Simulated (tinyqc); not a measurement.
# Schottky emission and Poole-Frenkel conduction in an insulator, and how to tell them apart: effect of temperature

Schottky emission (electrode-limited): J = As T^2 exp[-(pb - b sqrt(F))/Vt], b = sqrt(q/(4 pi eps0 ei)). Poole-Frenkel emission (bulk-limited): J = s0 F exp[-(pt - 2 b sqrt(F))/Vt]. F in V/cm.

Both formulas at the same field.

Parameters, values chosen for the exercise; dielectric values close to those of aluminium oxide: high-frequency relative permittivity ei = 3.26; trap depth pt = 0.72 eV; Poole-Frenkel prefactor s0 = 5.9 S/cm; electrode barrier pb = 1.31 eV; Richardson constant As = 31 A/(cm^2 K^2); field F = 1.1 MV/cm.

Constants: q = 1.602176634e-19 C, kB = 1.380649e-23 J/K, Vt = kB T/q, eps0 = 8.8541878128e-14 F/cm where lengths are in cm. Results are converted to the units shown.

Result of one run:
```
"J, Schottky (A/cm^2)","J, Poole-Frenkel (A/cm^2)",ratio
1.3854e-12,132.67,1.0442e-14
```

Which temperature T gave this result: 260, 300, 340 or 475 K?

T = 300 K.

The whole series:
```
T (K),"J, Schottky (A/cm^2)","J, Poole-Frenkel (A/cm^2)",ratio
225,6.1709e-19,3.6276,1.7011e-19
260,1.5895e-15,25.195,6.3089e-17
300,1.3854e-12,132.67,1.0442e-14
340,2.5334e-10,472.58,5.3607e-13
380,1.5863e-8,1288.3,1.2312e-11
420,4.6084e-7,2901.5,1.5883e-10
475,1.9245e-5,7087.2,2.7154e-9
```

The Schottky current grows by 13.5 decades and the Poole-Frenkel current by 3.29, as their lowered barriers are 1.09 and 0.279 eV. A tunnelling current would hardly change over this range.

Numbers from tinyqc (`OMP_NUM_THREADS=1 python tinyqc.py 2370108 2370109 out.jsonl`; about 0.01 s on one thread of a shared Intel Xeon 2.30GHz).
